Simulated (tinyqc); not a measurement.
Abrupt p-n junction, non-linear Poisson equation by Newton steps: two steps of the calculation.

One dimension, p side on the left, n side on the right; net doping C = -Na for x < 0 and +Nd for x > 0. The potential psi is counted from the intrinsic level, and the quasi-Fermi potentials are flat: 0 for holes and -V for electrons, so n = ni exp((psi + V)/Vt) and p = ni exp(-psi/Vt) (Boltzmann statistics, full ionisation, no current).

Inputs (values chosen for the exercise); band and dielectric values close to those of indium phosphide: temperature T = 300 K; band gap Eg = 1.33 eV; relative permittivity eps_r = 12.5; conduction-band density of states at T Nc = 5.73e17 cm^-3; valence-band density of states at T Nv = 1.12e19 cm^-3; acceptor density of the p side Na = 1.2e18 cm^-3; donor density of the n side Nd = 2.1e17 cm^-3; bias of the p side against the n side V = 0 V.

Constants: q = 1.602176634e-19 C, kB = 1.380649e-23 J/K, Vt = kB T/q, eps0 = 8.8541878128e-14 F/cm where lengths are in cm. Results are converted to the units shown.

Task 1. Intrinsic density, end potentials and Debye lengths. ni = sqrt(Nc Nv) exp(-Eg/(2 Vt)), Eg in volts; psi_p = -Vt ln(Na/ni), psi_n = Vt ln(Nd/ni) - V; Debye length sqrt(eps0 eps_r Vt/(q N)).

Wanted: ni; psi_p; psi_n; Debye length, p side; Debye length, n side.

Result 1.

ni = 1.7068e7 cm^-3
psi_p = -0.64568 V
psi_n = 0.60062 V
Debye length, p side = 3.8577 nm
Debye length, n side = 9.2217 nm

Task 2. Newton step. Solve the tridiagonal system a_(i-1) d_(i-1) + b_i d_i + a_i d_(i+1) = -F_i for nodes 1 to 9, with d = 0 on fixed nodes. Each component d is damped to sign(d) Vt ln(1 + |d|/Vt) before it is added.

| interval | coupling a_i (F/cm^2) |
|---|---|
| 0 | 9.0719137e-7 |
| 1 | 1.0540700e-6 |
| 2 | 1.2297483e-6 |
| 3 | 1.4355039e-6 |
| 4 | 1.6668275e-6 |
| 5 | 1.9417079e-6 |
| 6 | 9.4193487e-7 |
| 7 | 4.6115562e-7 |
| 8 | 2.2359060e-7 |
| 9 | 1.0861369e-7 |

| node | diagonal b (F/cm^2) | residual F (C/cm^2) |
|---|---|---|
| 1 | -1.0402251e-5 | ~0 |
| 2 | -9.5348885e-6 | ~0 |
| 3 | -8.8788616e-6 | ~0 |
| 4 | -8.4383754e-6 | ~0 |
| 5 | -8.1971614e-6 | 2.4199651e-6 |
| 6 | -4.0191789e-6 | -2.4199651e-6 |
| 7 | -3.7294755e-6 | ~0 |
| 8 | -5.4676637e-6 | ~0 |
| 9 | -1.0184364e-5 | ~0 |

| node | psi at the start (V) |
|---|---|
| 0 | -0.64568337 |
| 1 | -0.64568337 |
| 2 | -0.64568337 |
| 3 | -0.64568337 |
| 4 | -0.64568337 |
| 5 | -0.64568337 |
| 6 | 0.60062413 |
| 7 | 0.60062413 |
| 8 | 0.60062413 |
| 9 | 0.60062413 |
| 10 | 0.60062413 |

Find: Newton step d, before damping; psi after iteration 1.

Result 2.

| node | Newton step d, before damping (V) |
|---|---|
| 1 | 0.00008 |
| 2 | 0.00075 |
| 3 | 0.00574 |
| 4 | 0.03485 |
| 5 | 0.17148 |
| 6 | -0.55230 |
| 7 | -0.14096 |
| 8 | -0.01190 |
| 9 | -0.00026 |

| node | psi after iteration 1 (V) |
|---|---|
| 0 | -0.64568 |
| 1 | -0.64561 |
| 2 | -0.64495 |
| 3 | -0.64050 |
| 4 | -0.62362 |
| 5 | -0.59314 |
| 6 | 0.52029 |
| 7 | 0.55242 |
| 8 | 0.59084 |
| 9 | 0.60036 |
| 10 | 0.60062 |

Program tinyqc, `OMP_NUM_THREADS=1 python tinyqc.py 2000031 2000032 out.jsonl`; Intel Xeon 2.30GHz, shared host, one thread, about 0.01 s.

~0 in a residual or rate marks an entry under 1e-11 of the largest of its column.
